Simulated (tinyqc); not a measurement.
X-ray photoelectron analysis of a thin oxide on a semiconductor: attenuation lengths, thickness, angle series and band offsets: one step, computed by the program tinyqc. Command: `OMP_NUM_THREADS=1 python tinyqc.py 3111269 3111270 out.jsonl xps walk`. One thread of a shared host (Intel(R) Xeon(R) Processor @ 2.30GHz), about 0.01 s of CPU time with the checks.

The same element is seen in the oxide and in the substrate, at nearly the same kinetic energy; films are flat and uniform, and the work function is ignored.

Question. Band offsets by core levels. Valence band offset = (E_core - E_v)(substrate) - (E_core - E_v)(oxide) + (core level separation at the interface, oxide less substrate). The separation is made here from the given offset; a uniform field F that raises the binding energy towards the surface shifts the oxide peak by e F <z>, <z> = d/(1 - exp(-x)) - d/x, x = d/(L_o cos theta), being the mean distance from the interface. Conduction band offset = oxide gap - substrate gap - valence band offset.

Inputs (values chosen for the exercise, modelled on SiO2 on silicon):

| quantity | value | unit |
|---|---|---|
| oxide gap | 9 | eV |
| substrate gap | 1.12 | eV |
| oxide thickness d | 0.67 | nm |
| valence band offset used to make the data | 4.45 | eV |
| core level less valence band top, substrate | 98.84 | eV |
| core level less valence band top, thick oxide | 98.42 | eV |
| field in the oxide | 1 | MV/cm |

d/(L_o cos theta) = 0.4264010

Give: separation without field; <z>; separation with field; apparent valence band offset; true conduction band offset; apparent conduction band offset.

Answer.

separation without field = 4.03 eV

<z> = 0.3587 nm

separation with field = 4.066 eV

apparent valence band offset = 4.486 eV

true conduction band offset = 3.43 eV

apparent conduction band offset = 3.394 eV

The field biases both offsets by 0.036 eV, in opposite directions.
